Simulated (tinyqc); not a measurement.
Born-von Karman spring model of a cubic crystal with one atom per cell: one step, computed by the program tinyqc. Command: `OMP_NUM_THREADS=1 python tinyqc.py 3014714 3014715 out.jsonl springs walk`. One thread of a shared host (Intel(R) Xeon(R) Processor @ 2.30GHz), about 0.1 s of CPU time with the checks.

First neighbours lie at a/2 (1,1,0) (12 of them), second at a (1,0,0) (6), with all permutations and signs; the volume per atom is Omega = a^3/4.

Question. Elastic constants from long waves. [ij,kl] = (1/(2 Omega)) sum_R K_ij R_k R_l; C11 = [xx,xx], C44 = [xx,yy], C12 = 2 [xy,xy] - C44; B = (C11 + 2 C12)/3; Zener ratio A = 2 C44/(C11 - C12). K(R) = kL n n^T + kT (1 - n n^T).

Inputs (values chosen for the exercise, for a model crystal):

| quantity | value | unit |
|---|---|---|
| lattice constant a | 4.91 | angstrom |
| radial spring k1L | 0.387 | eV/angstrom^2 |
| transverse spring k1T | -0.015 | eV/angstrom^2 |
| radial spring k2L | 0.0087 | eV/angstrom^2 |
| transverse spring k2T | 0.00036 | eV/angstrom^2 |

Lattice: fcc.

Constants: 1 eV/angstrom^3 = 160.2176634 GPa.

Give: C11; C12; C44; bulk modulus B; Zener ratio A.

Answer.

C11 = 25.41 GPa

C12 = 15.03 GPa

C44 = 11.21 GPa

bulk modulus B = 18.49 GPa

Zener ratio A = 2.158

C12 - C44 = 3.82 GPa: the Cauchy relation fails because sum_R kT R^2 is not zero; a negative sum gives a positive Cauchy pressure.
